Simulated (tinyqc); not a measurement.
Dopant redistribution at a moving silicon-oxide interface during parabolic oxidation. Changing the temperature T. Computed by tinyqc, a small Python program. Command: `OMP_NUM_THREADS=1 python tinyqc.py 3022772 3022773 out.jsonl segox sweep`. One thread of a shared host (Intel(R) Xeon(R) Processor @ 2.30GHz), about 0.01 s of CPU time with the checks.

Uniformly doped silicon is oxidised with x_ox = sqrt(B t); the interface advances into the silicon by alpha x_ox, alpha = 0.44. The dopant does not move in the oxide, and at the interface C(silicon) = m C(oxide).

Inputs (values chosen for the exercise, modelled on arsenic in silicon under dry oxygen):
```
quantity,value,unit
dopant prefactor D0,8.78,cm^2/s
dopant activation energy E,3.96,eV
oxidation prefactor B0,695,um^2/h
oxidation activation energy E_B,1.22,eV
segregation coefficient m = C(silicon)/C(oxide),12,-
bulk doping C_B,2.4e+15,1/cm^3
time t,0.81,h
```

Constants: k_B = 8.617333262e-05 eV/K.

Method:
- D = D0 exp(-E/(k_B T)), converted with 1 cm^2/s = 3.6e11 um^2/h; B = B0 exp(-E_B/(k_B T)); s = alpha sqrt(B/(4 D)), the interface advance over 2 sqrt(D t).
- Temperatures in kelvin are T(C) + 273.15.
- With the dopant diffusivity D and s = alpha x_ox/(2 sqrt(D t)), in the silicon C = C_B + (C_s - C_B) erfc(y/(2 sqrt(D t)))/erfc(s), y from the original surface. Dopant balance at the interface gives C_s/C_B = 1/[1 + (1/(m alpha) - 1) g], g = sqrt(pi) s exp(s^2) erfc(s).

One run for each value:
```
temperature T (C),ratio C_s/C_B,s,oxide thickness (um),diffusion length 2 sqrt(D t) (um)
850,4.820,4.581,0.0435,0.0042
900,4.122,2.506,0.0568,0.0100
950,3.187,1.440,0.0728,0.0222
1000,2.386,0.864,0.0913,0.0465
1050,1.858,0.539,0.1127,0.0919
1100,1.542,0.348,0.1369,0.1730
1150,1.353,0.232,0.1641,0.3115
1200,1.238,0.159,0.1943,0.5388
```

Over the rows, ratio C_s/C_B falls from 4.82 to 1.24; s falls from 4.58 to 0.159; oxide thickness (um) rises from 0.0435 to 0.194. Diffusion has the larger activation energy, so a hot oxidation lets it even out the profile and the ratio moves towards 1.

Caution (rows 850, 900, 950, 1000, 1050, 1100, 1150): in this case the oxide is not much thicker than a typical Deal-Grove length A, so real growth is slower than parabolic. Caution (all rows): parabolic growth needs an oxide much thicker than the Deal-Grove length A, which fails for thin films and low temperatures; oxidation-enhanced or retarded diffusion is ignored.
